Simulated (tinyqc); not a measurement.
From one set of inputs to another, one input at a time: defect equilibria of an oxide against oxygen pressure (mass action). Computed by tinyqc, a small Python program. Command: `OMP_NUM_THREADS=1 python tinyqc.py 3021006 3021007 out.jsonl brouwer ladder`. One thread of a shared host (Intel(R) Xeon(R) Processor @ 2.30GHz), about 0.02 s of CPU time with the checks.

Defects: oxygen vacancies V (charge +2), electrons n, holes p, the ionic partner X = V_M'''' (charge -4), and the dopant. Activities are taken equal to concentrations.

The inputs printed are set A. Inputs not listed in the table keep their values of set A, so the rows need not describe a real material.

Inputs (values chosen for the exercise, for a model oxide):
```
quantity                  value             unit
reduction enthalpy H_r     5.02               eV
prefactor K_r0          7.3e+69  cm^-9 atm^(1/2)
gap E_g                    4.05               eV
prefactor N_c N_v       2.8e+40            cm^-6
disorder enthalpy H_s      4.12               eV
prefactor K_s0          6.5e+66            cm^-9
dopant density N_d      3.7e+18            cm^-3
temperature T              1400                K
oxygen pressure P         1e-09              atm
```

Ionic disorder: Schottky, oxide MO2. Dopant (singly charged, fully ionised): acceptor.

Constants: k_B = 8.617333262e-05 eV/K.

Method:
- K_r = K_r0 exp(-H_r/k_B T) = [V] n^2 P^(1/2); K_i = N_c N_v exp(-E_g/k_B T) = n p; K_s = K_s0 exp(-H_s/k_B T) = [X] [V]^2.
- Neutrality: 2 [V] + p = n + 4 [X] + N_d. With n as the unknown, [V] = K_r/(n^2 P^(1/2)), p = K_i/n, [X] = K_s/[V]^2; the log ratio is ln(positive/negative).
- The root is found by 60 bisections in ln n between n = 1e-10 and 1e25 cm^-3.

Each row keeps all changes above it:
```
input moved                          from       to   n (cm^-3)  [V] (cm^-3)  [X] (cm^-3)
set A                                   -        -  6.2692e+18   4.9854e+18   3.8563e+14
gap E_g (eV)                         4.05     2.92  6.2692e+18   4.9854e+18   3.8563e+14
reduction enthalpy H_r (eV)          5.02     3.86  1.7921e+20   9.1455e+19   1.1459e+12
disorder enthalpy H_s (eV)           4.12     5.89  1.7921e+20   9.1455e+19   4.8689e+05
oxygen pressure P (atm)             1e-09    1e-06  5.5852e+19   2.9776e+19   4.5932e+06
temperature T (K)                    1400     1300  2.3946e+19   1.3823e+19   4.9847e+05
dopant density N_d (cm^-3)        3.7e+18  4.8e+20  5.7129e+18   2.4286e+20   1.6149e+03
prefactor K_r0 (cm^-9 atm^(1/2))  7.3e+69  2.9e+67  3.6207e+17   2.4018e+20   1.6511e+03
```

n goes from 6.27e18 to 3.62e17, a factor 0.0578 in all. The largest single move comes from reduction enthalpy H_r (a factor 28.6), but it runs against the net change; the largest move in the direction of the net change is prefactor K_r0 (a factor 0.0634). [V] goes from 4.99e18 to 2.40e20, a factor 48.2 in all. The largest single move comes from reduction enthalpy H_r (a factor 18.3), and oxygen pressure P works against it (a factor 0.326). [X] goes from 3.86e14 to 1650, a factor 4.28e-12 in all. The largest single move comes from disorder enthalpy H_s (a factor 4.25e-7), and oxygen pressure P works against it (a factor 9.43). The single moves hold for this order of the switches; the total does not depend on the order.

Caution (rows reduction enthalpy H_r, disorder enthalpy H_s, oxygen pressure P): the carrier density is near sqrt(N_c N_v), where the carriers are degenerate and n p = K_i fails. Caution (rows dopant density N_d, prefactor K_r0): one of n, p, [V] and [X] is above 2e20 cm^-3, near 1 % of the sites of a usual oxide, where defects associate and the ideal mass-action laws fail.

Extremes, crossings and ranges named in words are read from the listed rows.
